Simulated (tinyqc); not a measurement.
Inside a calculation: two-band massive Dirac model of the K valleys. Values are carried at full precision from step to step, so a last printed digit may differ when a step is redone from the rounded ones.

Basis (conduction, valence): H = [[D/2, a t (tau kx - i ky)], [a t (tau kx + i ky), -D/2 + lam tau sz]], valley tau = +/-1, spin sz = +/-1. The gap of a spin and valley is G = D - lam tau sz. Berry curvature Omega = curl of i<u|grad u>; for the conduction band Omega_c = -tau 2 a^2 t^2 G/(G^2 + 4 a^2 t^2 k^2)^(3/2), and Omega_v = -Omega_c.

Constants: hbar^2/2m0 = 3.80998211 eV angstrom^2.

Values chosen for the exercise (near those used for monolayer WS2; shifted at random, so the results belong to these values and not to a real crystal): a = 3.194 angstrom (lattice constant); D = 1.92 eV (gap parameter); t = 1.28 eV (effective hopping); lam = 0.211 eV (half the valence spin splitting); tau = 1 (valley); sz = 1 (spin); k = (-0.002, 0.087) 1/angstrom (wave vector from the valley); h = 0.02 1/angstrom (side of the plaquette).

## Band edges of the four flavours

At k = 0: Ec = D/2, Ev = -D/2 + lam tau sz; mass m/m0 = c G/(a t)^2 for both bands, c = hbar^2/2m0; Omega_c(0) = -2 tau a^2 t^2/G^2.

Edges:
```
tau,sz,Ec (eV),Ev (eV),G (eV),mass (m0),Omega_c (angstrom^2)
1,1,0.9600,-0.7490,1.7090,0.3896,-11.446
1,-1,0.9600,-1.1710,2.1310,0.4858,-7.361
-1,1,0.9600,-1.1710,2.1310,0.4858,7.361
-1,-1,0.9600,-0.7490,1.7090,0.3896,11.446
```

The top of the valence band has spin up at tau = +1 and spin down at tau = -1: spin and valley are locked, with 422 meV between the two valence bands (A and B transitions at 1.709 and 2.131 eV, without exciton binding).

## H at one k

Fill in the matrix and diagonalise: E = lam tau sz/2 -/+ sqrt(G^2/4 + a^2 t^2 k^2).

H (eV):
```
,c,v
c,0.9600,-0.0082-0.3557i
v,-0.0082+0.3557i,-0.7490
```

levels (eV): -0.8201  1.0311

cos(theta) = G/(E+ - E-) = 0.9232

## Curvature, orbital moment and circular dichroism

Omega_c from the formula; orbital moment of both bands m = -tau (a t)^2 G/(c (G^2 + 4 a^2 t^2 k^2)) in Bohr magnetons (charge -e), c = hbar^2/2m0; interband strengths |P+/-|^2 proportional to (1 +/- tau cos(theta))^2 for P+/- = Px +/- i Py, and eta = (|P+|^2 - |P-|^2)/(|P+|^2 + |P-|^2) = 2 tau cos(theta)/(1 + cos^2(theta)).

Omega_c = -9.005 angstrom^2
orbital moment = -2.188 muB
eta = 0.9968

All three change sign with the valley. The selection rule, exact at k = 0, still holds to 99.7 % here.

## The curvature from a plaquette

Corners counter-clockwise around k, from (-h/2, -h/2); upper eigenvector u with its first component real and positive; Omega = -(sum of arg <u_j|u_(j+1)>)/h^2.

Corners:
```
j,kx,ky,u_c,u_v,arg <u_j|u_j+1> (rad)
1,-0.0120,0.0770,0.98412,-0.02733+0.17538i,-0.008002
2,0.0080,0.0770,0.98431,0.01823+0.17549i,0.000811
3,0.0080,0.0970,0.97635,0.01777+0.21545i,0.009575
4,-0.0120,0.0970,0.97618,-0.02664+0.21533i,0.001214
```

Omega_c from the plaquette = -8.994 angstrom^2

The formula at the centre gives -9.005; the plaquette averages over its area.

## Checks

- Curvature formula against a plaquette of side 1e-4: both -9.0052.
- Eta against the matrix elements of dH/dkx +/- i dH/dky: both 0.99681.

Computed by tinyqc, a small Python program: `OMP_NUM_THREADS=1 python tinyqc.py 1450554 1450555 out.jsonl` (the numbers bound the seed that draws the inputs); one thread of a shared host (Intel(R) Xeon(R) Processor @ 2.30GHz), about 0.01 s for the whole set of steps.
